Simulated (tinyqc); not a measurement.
Inside a calculation. Method: Hubbard chain of 3 sites. Computed by tinyqc, a small Python program that keeps every step. Settings: hopping = 1.02, U = 5.4, mixing = 1, iteration cap = 67. Command: `OMP_NUM_THREADS=1 python tinyqc.py 31173 31174 out.jsonl` (the two numbers bound the seeds that draw the settings). One thread of a shared host (Intel(R) Xeon(R) Processor @ 2.60GHz), about 0.2 s of CPU time with the checks. Later iterations appear only in the table of the cycle.

## Mean-field iteration 1

one-body matrix (hopping and site energies) (eV), order 1, 2, 3:
$$\begin{pmatrix}
0.00000 & -1.02000 & 0.00000 \\
-1.02000 & 0.00000 & -1.02000 \\
0.00000 & -1.02000 & 0.00000
\end{pmatrix}$$

U = 5.40000 eV

electrons, up and down: [2, 1]

mixing = 1

n(up) at the start (a guess, not normalised): 1 1.00000, 2 0.21700, 3 1.00000

n(down) at the start (a guess): 1 0.00000, 2 0.78300, 3 0.00000

H(up) = T + U n(down), H(down) = T + U n(up); fill the lowest levels; n(new) = n + mixing (n(out) - n); E = tr T (rho up + rho down) + U sum n_up n_down of the output.

levels, up (eV): [-0.44524, 0.00000, 4.67344]

levels, down (eV): [0.72656, 5.40000, 5.84524]

energy = -0.74791 eV

n(up) after iteration 1: 1 0.95651, 2 0.08698, 3 0.95651

n(down) after iteration 1: 1 0.04349, 2 0.91302, 3 0.04349

## Mean-field iteration 2

As before.

levels, up (eV): [-0.17289, 0.23485, 5.33804]

levels, down (eV): [0.06196, 5.16515, 5.57289]

energy = -0.75557 eV

n(up) after iteration 2: 1 0.96301, 2 0.07399, 3 0.96301

n(down) after iteration 2: 1 0.03699, 2 0.92601, 3 0.03699

## Convergence

Each step fills the lowest levels of T + U n(other spin) and sets n(new) = n + mixing (n(out) - n); stop when output and input agree to 1e-8.

Course of the cycle:
```
iteration      E (eV)  largest |n(out) - n(in)|  mean |n_up - n_down|
1          -0.7479104                  1.30e-01               0.88402
2          -0.7555738                  1.30e-02               0.90135
3          -0.7558977                  2.55e-03               0.90475
4          -0.7559097                  4.88e-04               0.90541
5          -0.7559102                  9.26e-05               0.90553
6          -0.7559102                  1.76e-05               0.90555
7          -0.7559102                  3.33e-06               0.90556
8          -0.7559102                  6.32e-07               0.90556
9          -0.7559102                  1.20e-07               0.90556
10         -0.7559102                  2.27e-08               0.90556
11         -0.7559102                  4.31e-09               0.90556
```

local moments n_up - n_down: 1 0.92917, 2 -0.85834, 3 0.92917

Converged in 11 iterations. Before convergence this energy mixes input and output and is not variational, so it may rise towards its limit.

## The many-body Hamiltonian

Basis: all placements (u, d, 2, 0 on each site), up operators ordered before down ones; hops carry the sign of the same-spin electrons passed.

H (eV):
```
          2u0       u20       uud       20u       udu       u02       duu       02u
2u0   5.40000  -1.02000   0.00000  -1.02000   0.00000   0.00000   0.00000   0.00000
u20  -1.02000   5.40000  -1.02000   0.00000  -1.02000   0.00000   0.00000   0.00000
uud   0.00000  -1.02000   0.00000   0.00000   0.00000  -1.02000   0.00000   0.00000
20u  -1.02000   0.00000   0.00000   5.40000  -1.02000   0.00000  -1.02000   0.00000
udu   0.00000  -1.02000   0.00000  -1.02000   0.00000  -1.02000   0.00000  -1.02000
u02   0.00000   0.00000  -1.02000   0.00000  -1.02000   5.40000   0.00000   0.00000
duu   0.00000   0.00000   0.00000  -1.02000   0.00000   0.00000   0.00000  -1.02000
02u   0.00000   0.00000   0.00000   0.00000  -1.02000   0.00000  -1.02000   5.40000
0u2   0.00000   0.00000   0.00000   0.00000   0.00000  -1.02000   0.00000  -1.02000

          0u2
2u0   0.00000
u20   0.00000
uud   0.00000
20u   0.00000
udu   0.00000
u02  -1.02000
duu   0.00000
02u  -1.02000
0u2   5.40000
```

## Exact diagonalisation (9 states)

Lowest levels of the sector, and the double occupancy of the lowest state.

lowest levels (eV): [-1.02343, -0.36118, 0.00000, 3.95750, 4.49357, 5.40000]

double occupancy per site = 0.04995

The mean-field solution above lies 0.2675 eV above the exact energy.

## The lowest level by Lanczos steps

From a random start vector (not printed): a_j = <q_j|H|q_j>, b_j = norm of the remainder after orthogonalising; the Ritz value is the lowest eigenvalue of the tridiagonal matrix of a and b so far.

Lanczos:
```
j  a_j (eV)  b_j (eV)  lowest Ritz value (eV)
1   2.54286   3.12062               2.5428615
2   3.17728   1.84030              -0.2766264
3   4.49252   2.28256              -0.5935275
4   0.94898   1.50156              -0.9216999
5   5.58159   0.96607              -1.0203694
6   5.63799   1.26453              -1.0228619
7   1.92634   2.37281              -1.0230885
8   2.47506   0.47316              -1.0234216
9   5.61738         0              -1.0234297
```
